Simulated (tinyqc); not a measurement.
Strength against creep resistance: grain growth, pinning, strength and diffusional creep of a polycrystal or thin film. Computed by tinyqc, a small Python program. Command: `OMP_NUM_THREADS=1 python tinyqc.py 3022975 3022976 out.jsonl grain walk`. One thread of a shared host (Intel(R) Xeon(R) Processor @ 2.30GHz), about 0.01 s of CPU time with the checks.

One mean grain size d describes the structure.

Inputs (values chosen for the exercise, modelled on tungsten):

| quantity | value | unit |
|---|---|---|
| atomic volume Omega | 15.85 | angstrom^3 |
| boundary energy gamma | 0.99 | J/m^2 |
| mobility prefactor M0 | 5e-06 | m^4/(J s) |
| activation energy of boundary motion Q_m | 4.73 | eV |
| anneal temperature T | 2414 | K |
| anneal time t | 11 | s |
| initial grain size d0 | 54 | nm |
| particle volume fraction f | 0.0044 | - |
| particle radius r | 3.6 | nm |
| film thickness h | 65 | nm |
| surface energy gamma_s | 3.7 | J/m^2 |
| Hall-Petch slope k_y | 0.72 | MPa m^0.5 |
| lattice diffusion energy Q_l | 5.26 | eV |
| boundary diffusion energy Q_b | 3.83 | eV |
| lattice prefactor D0 | 2.2e-05 | m^2/s |
| boundary prefactor delta D0b | 1.6e-14 | m^3/s |
| applied stress sigma | 21 | MPa |
| service temperature T_c | 1566 | K |

Sample: thin film on a substrate.

Constants: k_B = 8.617333262e-05 eV/K; k_B = 1.380649e-23 J/K.

Method:
- M = M0 exp(-Q_m/(k_B T)). The driving pressure is 2 gamma/d. Zener pinning pressure 3 f gamma/(2 r) stops growth at d_Z = 4 r/(3 f). Grooves where boundaries meet the surface have the angle theta = arcsin(gamma/(2 gamma_s)) and are taken to stop growth at d_h = h/(2 theta), a few film thicknesses; the limit is 1/d_lim = 1/d_Z + 1/d_h.
- dd/dt = 2 M gamma (1/d - 1/d_lim) integrates to 2 M gamma t = d_lim (d0 - d) + d_lim^2 ln[(d_lim - d0)/(d_lim - d)]; without pinning d^2 = d0^2 + 4 M gamma t.
- Nabarro-Herring rate = 14 sigma Omega D_l/(k_B T d^2), D_l = D0 exp(-Q_l/(k_B T)); Coble rate = 14 pi sigma Omega delta D_b/(k_B T d^3), delta D_b = delta D0b exp(-Q_b/(k_B T)); they are equal at d_x = pi delta D_b/D_l.
- Hall-Petch term k_y/sqrt(d).

crossover size d_x = 91.3994 micrometre

At T_c and sigma:

| d (nm) | Hall-Petch term (MPa) | Nabarro-Herring (1/s) | Coble (1/s) | time to 1 % (s) |
|---|---|---|---|---|
| 30 | 4156.9 | 6.2186e-08 | 1.8946e-04 | 5.2765e+01 |
| 100 | 2276.8 | 5.5967e-09 | 5.1154e-06 | 1.9528e+03 |
| 300 | 1314.5 | 6.2186e-10 | 1.8946e-07 | 5.2609e+04 |
| 1000 | 720.0 | 5.5967e-11 | 5.1154e-09 | 1.9337e+06 |
| 3000 | 415.7 | 6.2186e-12 | 1.8946e-10 | 5.1105e+07 |
| 10000 | 227.7 | 5.5967e-13 | 5.1154e-12 | 1.7621e+09 |
| 100000 | 72.0 | 5.5967e-15 | 5.1154e-15 | 9.3352e+11 |

From 100 micrometre to 30 nm grains the Hall-Petch term grows 58 times, while the time to 1 % strain shrinks by 10.2 decades. Coble creep rules in 6 of the seven rows (d_x = 91 micrometre). Fine grains resist slip but creep fast. The Hall-Petch value at 30 nm is at the edge of that law, and in a film grains much larger than h lose atoms to the surfaces instead.

Extremes, crossings and ranges named in words are read from the listed rows.
